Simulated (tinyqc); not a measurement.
Trap density from two Hall measurements.

Question. p-type body, charge-sheet picture, full ionisation (an idealisation for deep acceptors), Boltzmann statistics for free electrons. e = Ec - EF at the surface. psi = Eg - Vt ln(Nv/Na) - e; N_dep = sqrt(2 eps0 eps_r Na (psi - Vt)/q); n_f = sqrt(N_dep^2 + 2 eps0 eps_r Vt Nc exp(-e/Vt)/q) - N_dep; Vg = Vfb + psi + q (N_dep + n_t + n_f)/Cox, Cox = eps0 eox/tox. Find e and n_t at both points and the mean trap density between them.

Parameters, values chosen for the exercise; band and dielectric values close to those of 4H silicon carbide: temperature T = 300 K; band gap Eg = 3.23 eV; relative permittivity eps_r = 9.81; conduction-band density of states at T Nc = 1.71e19 cm^-3; valence-band density of states at T Nv = 2.46e19 cm^-3; relative permittivity of the insulator eox = 3.9; insulator thickness tox = 30 nm; acceptor density Na = 1.9e17 cm^-3; flat-band voltage without trapped charge Vfb = -2.33 V.

Constants: q = 1.602176634e-19 C, kB = 1.380649e-23 J/K, Vt = kB T/q, eps0 = 8.8541878128e-14 F/cm where lengths are in cm. Results are converted to the units shown.

Vg (V): 4.6202313  5.6103018
free sheet density from the Hall effect (cm^-2): 1.7184830e9  5.6551790e10

Answer. Each n_f fixes e; what the gate voltage holds beyond psi, N_dep and n_f is trapped; the difference quotient is the density, smeared over a few Vt.

e (eV): 0.164  0.0730
n_t (cm^-2): 4.29e11  9.82e11
mean trap density = 6.08e12 cm^-2 eV^-1

Program tinyqc, `OMP_NUM_THREADS=1 python tinyqc.py 2222149 2222150 out.jsonl`; Intel Xeon 2.30GHz, shared host, one thread, about 0.02 s.
